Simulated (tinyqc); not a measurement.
# Frequency dispersion of an accumulation capacitance by border traps, distributed model: two studies

Traps spread evenly through the insulator exchange electrons with the semiconductor by tunnelling, with tau(x) = t0 exp(2 ka x) at depth x from the interface. The admittance per area Y seen at depth x obeys dY/dx = -Y^2/(i w eps0 eox) + q Nb ln(1 + i w tau)/tau, with Y(0) = i w Cs and w = 2 pi f; the gate sees Y(tox) = G + i w C. Working variable y = Y/(i w), in uF/cm^2. Cox = eps0 eox/tox.

Parameters, values chosen for the exercise; permittivity close to that of hafnium oxide:
- eox = 18.2 (relative permittivity of the insulator)
- tox = 4.4 nm (insulator thickness)
- Cs = 7.7 uF/cm^2 (semiconductor capacitance in accumulation)
- Nb = 3.4e19 cm^-3 eV^-1 (density of border traps)
- ka = 5.6 1/nm (decay constant of the wave function in the insulator)
- t0 = 2e-10 s (time constant of a trap at the interface)
- f = 100 Hz (frequency)

Constants: q = 1.602176634e-19 C, eps0 = 8.8541878128e-14 F/cm where lengths are in cm. Results are converted to the units shown.

Each table varies one quantity; the others keep the values above.

## Capacitance and loss against frequency

Cox; trap-free value 1/(1/Cox + 1/Cs); response depth d = ln(1/(w t0))/(2 ka), where w tau = 1; lumped estimate: all traps within d act as C_bt = q Nb d placed at d/2, so C = 1/{1/[1/(1/Cs + d/(2 eps0 eox)) + C_bt] + (tox - d/2)/(eps0 eox)}. C and G from a fine integration; dispersion -d C/d log10 f over C, from f times and over 1.1. For a broad spread of time constants G/w is close to -(pi/2) dC/d ln w.

The same in every row: trap-free C (uF/cm^2) = 2.482.

Results:
```
f (Hz),d (nm),C (uF/cm^2),G/w (uF/cm^2),dispersion (% a decade),-(pi/2) dC/d ln w (uF/cm^2),lumped C (uF/cm^2)
10,1.624,2.667,0.02364,1.298,0.02362,2.645
100,1.419,2.634,0.02131,1.185,0.02129,2.616
1000,1.213,2.605,0.01912,1.075,0.01910,2.589
10000,1.008,2.578,0.01705,0.9686,0.01704,2.565
1e5,0.8020,2.555,0.01511,0.8660,0.01509,2.544
1e7,0.3908,2.516,0.01154,0.6730,0.01155,2.508
```

Estimate the missing row, f = 1e6 Hz.

Computed row:
```
f (Hz),d (nm),C (uF/cm^2),G/w (uF/cm^2),dispersion (% a decade),-(pi/2) dC/d ln w (uF/cm^2),lumped C (uF/cm^2)
1e6,0.5964,2.534,0.01328,0.7674,0.01326,2.525
```

With this row back in the table: C falls from 2.667 to 2.516 uF/cm^2, towards the trap-free 2.482; each decade of frequency removes ln 10/(2 ka) = 0.206 nm from the response depth. The dispersion falls from 1.30 to 0.673 % a decade and G/w falls from 0.0236 to 0.0115 uF/cm^2. G/w lies between 0.999 and 1.00 times -(pi/2) dC/d ln w, the relation for a broad spread of time constants.

## Effect of the decay constant of the wave function in the insulator

Same model as above.

The same in every row: trap-free C (uF/cm^2) = 2.482.

Results:
```
ka (1/nm),d (nm),C (uF/cm^2),G/w (uF/cm^2),dispersion (% a decade),-(pi/2) dC/d ln w (uF/cm^2),lumped C (uF/cm^2)
2.5,3.178,3.091,0.1100,5.243,0.1106,2.957
3.9,2.037,2.753,0.04217,2.241,0.04209,2.711
4.6,1.727,2.689,0.03059,1.665,0.03054,2.660
5.3,1.499,2.647,0.02353,1.301,0.02350,2.627
6,1.324,2.619,0.01887,1.055,0.01885,2.603
6.7,1.186,2.599,0.01560,0.8796,0.01559,2.586
7.4,1.074,2.583,0.01322,0.7496,0.01321,2.573
```

Estimate the missing row, ka = 3.2 1/nm.

Computed row:
```
ka (1/nm),d (nm),C (uF/cm^2),G/w (uF/cm^2),dispersion (% a decade),-(pi/2) dC/d ln w (uF/cm^2),lumped C (uF/cm^2)
3.2,2.483,2.865,0.06358,3.244,0.06339,2.796
```

With this row back in the table: As ka goes from 2.5 to 7.4, C falls from 3.09 to 2.58 uF/cm^2, the dispersion falls from 5.24 to 0.750 % a decade and G/w falls from 0.110 to 0.0132 uF/cm^2. The lumped estimate is 4.3 % below C in the first row and 0.41 % below it in the last.

Numbers from tinyqc (`OMP_NUM_THREADS=1 python tinyqc.py 2202180 2202181 out.jsonl`; about 0.4 s on one thread of a shared Intel Xeon 2.30GHz).
